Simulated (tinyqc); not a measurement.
Parabolic quantum dot in a magnetic field (Fock-Darwin): one step. Addition spectrum. Four cases, with inputs chosen for the exercise.

Task: Constant interaction: mu(N) = E_N + (N - 1/2) Ec with the spin-resolved levels filled in order; the addition energy is mu(N + 1) - mu(N).

Two dimensions, V = m w0^2 r^2/2, one valley. hbar wc = 2 muB B/m, W = sqrt(w0^2 + wc^2/4), E(n, l, s) = (2n + |l| + 1) hbar W - l hbar wc/2 + s gs muB B, n = 0, 1, ..., l = 0, +/-1, ..., s = +/-1/2; length lam = sqrt(2c/(m hbar W)), c = hbar^2/2m0.

Constants: muB = 5.788381798e-05 eV/T; hbar^2/2m0 = 3.80998211 eV angstrom^2.

Case 1.

Values chosen (near those of a gate-defined dot in InAs; shifted at random, so the results belong to these values and not to a real crystal): m = 0.0299 m0 (mass); gs = -8.19 (g factor); w0 = 3.1 meV (confinement energy hbar w0); B = 1.11 T (magnetic field); Ec = 3.2 meV (charging energy e^2/C).

Case 2.

Values chosen (near those of a gate-defined dot in InAs; shifted at random, so the results belong to these values and not to a real crystal): m = 0.0292 m0 (mass); gs = -7.39 (g factor); w0 = 6.5 meV (confinement energy hbar w0); B = 1.71 T (magnetic field); Ec = 3 meV (charging energy e^2/C).

Case 3.

Values chosen (near those of a gate-defined dot in GaAs; shifted at random, so the results belong to these values and not to a real crystal): m = 0.0681 m0 (mass); gs = -0.44 (g factor); w0 = 6.1 meV (confinement energy hbar w0); B = 1.3 T (magnetic field); Ec = 3.6 meV (charging energy e^2/C).

Case 4.

Values chosen (near those of a gate-defined dot in GaAs; shifted at random, so the results belong to these values and not to a real crystal): m = 0.0657 m0 (mass); gs = -0.45 (g factor); w0 = 2.1 meV (confinement energy hbar w0); B = 1.57 T (magnetic field); Ec = 1.3 meV (charging energy e^2/C).

Give: Filling.

Result:

Case 1.

Filling:
```
N   state added  E_N (meV)  mu(N) (meV)  addition energy (meV)
1        (0,0)+      3.509        5.109                  3.726
2        (0,0)-      4.035        8.835                  4.297
3        (0,1)+      5.132       13.132                  3.726
4        (0,1)-      5.658       16.858                  4.297
5        (0,2)+      6.755       21.155                  3.726
6        (0,2)-      7.281       24.881                  4.297
7        (0,3)+      8.378       29.178                  3.726
8        (0,3)-      8.904       32.904                  3.725
9       (0,-1)+      9.430       36.630                  3.726
10      (0,-1)-      9.956       40.356                  3.245
```

The largest addition energy falls at N = 2, 4 and 6; at zero field it peaks at the closed shells 2, 6 and 12. Exchange, which the model lacks, would favour parallel spins near level crossings. Ec is an independent input that includes screening by the gates.

Case 2.

Filling:
```
N   state added  E_N (meV)  mu(N) (meV)  addition energy (meV)
1        (0,0)+      6.965        8.465                  3.731
2        (0,0)-      7.697       12.197                  6.210
3        (0,1)+     10.906       18.406                  3.731
4        (0,1)-     11.638       22.138                  6.210
5        (0,2)+     14.847       28.347                  3.731
6        (0,2)-     15.579       32.079                  5.107
7       (0,-1)+     17.686       37.186                  3.731
8       (0,-1)-     18.417       40.917                  3.371
9        (0,3)+     18.788       44.288                  3.731
10       (0,3)-     19.520       48.020                  5.107
```

The largest addition energy falls at N = 2 and 4; at zero field it peaks at the closed shells 2, 6 and 12. Exchange, which the model lacks, would favour parallel spins near level crossings. Ec is an independent input that includes screening by the gates.

Case 3.

Filling:
```
N   state added  E_N (meV)  mu(N) (meV)  addition energy (meV)
1        (0,0)+      6.183        7.983                  3.633
2        (0,0)-      6.216       11.616                  8.661
3        (0,1)+     11.277       20.277                  3.633
4        (0,1)-     11.310       23.910                  5.777
5       (0,-1)+     13.487       29.687                  3.633
6       (0,-1)-     13.520       33.320                  6.451
7        (0,2)+     16.371       39.771                  3.633
8        (0,2)-     16.404       43.404                  5.777
9        (1,0)+     18.581       49.181                  3.633
10       (1,0)-     18.614       52.814                  5.777
```

The largest addition energy falls at N = 2; at zero field it peaks at the closed shells 2, 6 and 12. Exchange, which the model lacks, would favour parallel spins near level crossings. Ec is an independent input that includes screening by the gates.

Case 4.

Filling:
```
N   state added  E_N (meV)  mu(N) (meV)  addition energy (meV)
1        (0,0)+      2.494        3.144                  1.341
2        (0,0)-      2.535        4.485                  2.391
3        (0,1)+      3.626        6.876                  1.341
4        (0,1)-      3.666        8.216                  2.391
5        (0,2)+      4.757       10.607                  1.341
6        (0,2)-      4.798       11.948                  2.391
7        (0,3)+      5.888       14.338                  1.341
8        (0,3)-      5.929       15.679                  1.763
9       (0,-1)+      6.392       17.442                  1.341
10      (0,-1)-      6.433       18.783                  1.887
```

The largest addition energy falls at N = 2, 4 and 6; at zero field it peaks at the closed shells 2, 6 and 12. Exchange, which the model lacks, would favour parallel spins near level crossings. Ec is an independent input that includes screening by the gates.

Computed by tinyqc, one run a case: `OMP_NUM_THREADS=1 python tinyqc.py N N+1 out.jsonl` with N = 1252044, 1252122, 1252201, 1252212; one thread of a shared Intel(R) Xeon(R) Processor @ 2.30GHz, about 0.09 s a run at most.
